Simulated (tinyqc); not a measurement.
# From conductivity sigma back to net doping N

Model: two-band model of a narrow-gap semiconductor with electrons and holes. Computed by tinyqc, a small Python program. Command: `OMP_NUM_THREADS=1 python tinyqc.py 3021642 3021643 out.jsonl bipolar inv`. One thread of a shared host (Intel(R) Xeon(R) Processor @ 2.30GHz), about 0.1 s of CPU time with the checks.

Two parabolic bands with acoustic scattering (r = -1/2, a = 0), a gap that does not change with T, and fully ionised dopants. Melting is ignored, so values above the melting point are formal, and kappa_L does not change with T. eta_n = (E_F - E_c)/(k_B T), eta_p = -eta_n - E_g/(k_B T).

Inputs (values chosen for the exercise, modelled on InAs):
```
quantity                              value        unit
electron mass m_n                     0.025         m_0
hole mass m_p                          0.43         m_0
electron mobility parameter mu_300,n  28000  cm^2/(V s)
hole mobility parameter mu_300,p        450  cm^2/(V s)
temperature exponent p                  1.5           -
band gap E_g                           0.35          eV
lattice thermal conductivity kappa_L     21     W/(m K)
temperature T                           300           K
```

Doping: p-type.

Constants: k_B = 8.617333262e-05 eV/K; m_0 = 9.1093837015e-31 kg; k_B = 1.380649e-23 J/K; hbar = 1.054571817e-34 J s; e = 1.602176634e-19 C.

Method:
- With x = E/(k_B T), a = alpha k_B T (0 for a parabolic band), G = x (1 + a x), D = 1 + 2 a x and <y> = int y f (1 - f) dx, f = 1/(1 + exp(x - eta)): tau = tau_0 G^r/D; transport function s = G^(3/2 + r)/D^2; n = N_0 <G^(3/2)> with N_0 = (2 m k_B T)^(3/2)/(3 pi^2 hbar^3).
- Integrals over x = E/(k_B T) use 160 Gauss-Legendre points in u = sqrt(x) from 0 to sqrt(max(eta, 0) + 32).
- Neutrality: p - n = N, with n = N_0(m_n) <x^(3/2)> at eta_n and p = N_0(m_p) <x^(3/2)> at eta_p.
- sigma = e mu_0 N_0 <s> with mu_0 = e tau_0/m = mu_300 (T/300 K)^(-p); |S| = (k_B/e)(<x s>/<s> - eta); Lorenz number L = (k_B/e)^2 (<x^2 s>/<s> - (<x s>/<s>)^2); kappa_e = L sigma T; zT = S^2 sigma T/(kappa_L + kappa_e).
- Hall factor r_H = <x^(3/2)> <x^(1/2)>/<s>^2.
- Both bands together (these totals replace the one-band zT): sigma = sigma_n + sigma_p; S = (sigma_p |S_p| - sigma_n |S_n|)/sigma; kappa_bip = (sigma_n sigma_p/sigma)(|S_n| + |S_p|)^2 T; kappa_e = (L_n sigma_n + L_p sigma_p) T; zT = S^2 sigma T/(kappa_L + kappa_e + kappa_bip); weak-field R_H = (r_p sigma_p^2/p - r_n sigma_n^2/n)/(e sigma^2), where the Hall factors r_n and r_p are <x^(3/2)> <x^(1/2)>/<s>^2.

Question. A run gave the result below. Find the net doping N, known to lie between 7.1e+16 and 2.5e+17 1/cm^3.

conductivity sigma = 6.86789 S/cm

Answer.

Each step takes the trial c = (a f_b - b f_a)/(f_b - f_a), f being the result less the target and a, b, c the logarithms of the listed values; c replaces end b, the old b replaces a if the sign of f changed, and otherwise f_a is halved.

Scan of the range:
```
net doping N (1/cm^3)  conductivity sigma (S/cm)
7.10e+16                                  3.8896
8.76e+16                                  4.7785
1.08e+17                                  5.8737
1.33e+17                                  7.2173
1.64e+17                                  8.8839
2.03e+17                                 10.9794
2.50e+17                                 13.5020
```

False position (Illinois rule, in the logarithm of the input) inside the bracket:
```
step        end a        end b        trial  conductivity sigma (S/cm)
1     1.08000e+17  1.33000e+17  1.25990e+17                    6.84046
2     1.33000e+17  1.25990e+17  1.26487e+17                    6.86721
3     1.33000e+17  1.26487e+17  1.26512e+17                    6.86854
4     1.26487e+17  1.26512e+17  1.26500e+17                    6.86789
5     1.26512e+17  1.26500e+17  1.26500e+17                    6.86789
```

Conductivity sigma rises at every point of a 13-point scan of the range (every second point is shown), so one value fits; it is bracketed by 1.08e17 and 1.33e17. Answer: net doping N = 1.265e17 1/cm^3.
